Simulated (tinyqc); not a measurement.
Temperature and isotope dependence of a band gap in oscillator models: sweeps and comparisons. A value that a table varies takes the place of the one given here.

E(T) = E0 - sum_i sl_i th_i n_i(T), n = 1/(exp(th/T) - 1). The same coupling lowers the gap at 0 K by the zero-point term ZP = sum_i sl_i th_i/2, so the gap of the static lattice is E0 + ZP. Thermal expansion is taken as part of the slopes.

Two-parameter forms are made to pass through the falls at the two temperatures T12: Varshni aV T^2/(T + bV), from the line T^2/fall = (T + bV)/aV; one oscillator s1 t1/(exp(t1/T) - 1), with t1 from the ratio of the falls.

Constants: kB = 8.617333262e-05 eV/K; hbar^2/2m0 = 3.80998211 eV angstrom^2.

Inputs chosen for the exercise (near those of GaP; shifted at random, so the results belong to these values and not to a real crystal): E0 = 2.332 eV (gap at 0 K); th = (107, 449) K (temperatures of two oscillators); sl = (0.1927, 0.3143) meV/K (their high-temperature slopes); T12 = (270, 610) K (temperatures of the fits); mm = 0.92 m0 (geometric mean of the density-of-states masses); T = 600 K (temperature).

## How far the fits carry

Falls of the gap from E0, and errors of the two fits against the model.

Results:

| T (K) | fall (meV) | Varshni - model (meV) | one oscillator - model (meV) | fall/ZP |
|---|---|---|---|---|
| 20 | 0.10 | 0.66 | -0.10 | 0.001 |
| 50 | 2.77 | 1.56 | -2.29 | 0.034 |
| 100 | 12.37 | 2.65 | -3.70 | 0.153 |
| 200 | 45.87 | 1.59 | -1.13 | 0.567 |
| 300 | 88.82 | -0.56 | 0.28 | 1.098 |
| 400 | 135.32 | -1.62 | 0.67 | 1.673 |
| 600 | 232.36 | -0.17 | 0.06 | 2.873 |
| 800 | 331.53 | 4.56 | -1.32 | 4.100 |

Below the first fit point the largest errors are +2.65 meV (Varshni, 100 K, on a fall of 12.37 meV) and -3.70 meV (one oscillator, 100 K); a T^2 law cannot freeze out; a single oscillator misses the soft modes. At 800 K, beyond the second fit point, they are +4.6 and -1.3 meV, so the oscillator extrapolates better here. The thermal fall equals ZP between 200 and 300 K.

## What the shift does to the intrinsic density

ni = 2 (mm kT/(4 pi c))^(3/2) exp(-E/2kT), c = hbar^2/2m0, with E(T) and with E0; 1 angstrom^-3 = 1e24 cm^-3. Apparent gap from an Arrhenius plot of ni/T^(3/2): E(T) - T dE/dT, dE/dT = -sum sl_i (th_i/T)^2 n_i (1 + n_i).

Results:

| T (K) | E(T) (eV) | ni (cm^-3) | ni with E(T) / ni with E0 | apparent gap (eV) |
|---|---|---|---|---|
| 200 | 2.2861 | 1.89e-10 | 3.783 | 2.3658 |
| 250 | 2.2653 | 0.000247 | 4.700 | 2.3732 |
| 300 | 2.2432 | 3.19 | 5.572 | 2.3789 |
| 350 | 2.2202 | 2.89e+03 | 6.381 | 2.3832 |
| 400 | 2.1967 | 4.95e+05 | 7.120 | 2.3866 |
| 500 | 2.1486 | 7.07e+08 | 8.402 | 2.3916 |
| 700 | 2.0502 | 3.29e+12 | 10.337 | 2.3975 |

Using E0 in place of E(T) understates ni by a factor that rises from 3.78 to 10.34, towards exp(sum sl/2kB) = 18.9. The slope of an Arrhenius plot returns neither E(T) nor E0 but the intercept of the tangent, 2.3789 eV at 300 K, which lies 47 meV above E0 and tends to the static gap 2.4129 eV.

## What each parameter does

Gap at T, slope -sum sl_i (th_i/T)^2 n_i (1 + n_i) and ZP. Each row changes one parameter from the base and keeps the others.

Results:

| case | E(T) (eV) | dE/dT (meV/K) | ZP (meV) |
|---|---|---|---|
| base | 2.0996 | -0.4922 | 80.87 |
| T = 640 K | 2.0799 | -0.4940 | 80.87 |
| E0 = 2.342 eV | 2.1096 | -0.4922 | 80.87 |
| th = (107, 538) K | 2.1099 | -0.4863 | 94.86 |
| sl = (0.2505, 0.3143) meV/K | 2.0680 | -0.5499 | 83.96 |

The largest shifts from the base row, up to three for each result and ties (the steps differ in size, so this ranks the rows, not the parameters). E(T) (eV): sl -0.0317, T -0.0197, th +0.0102. dE/dT (meV/K): sl -0.0576, th +0.0060, T -0.0017; unchanged at the printed digits by E0. ZP (meV): th +13.99, sl +3.09; unchanged at the printed digits by T and E0.

Program tinyqc; command `OMP_NUM_THREADS=1 python tinyqc.py 1850157 1850158 out.jsonl`; about 0.01 s on one thread of a shared Intel(R) Xeon(R) Processor @ 2.30GHz.
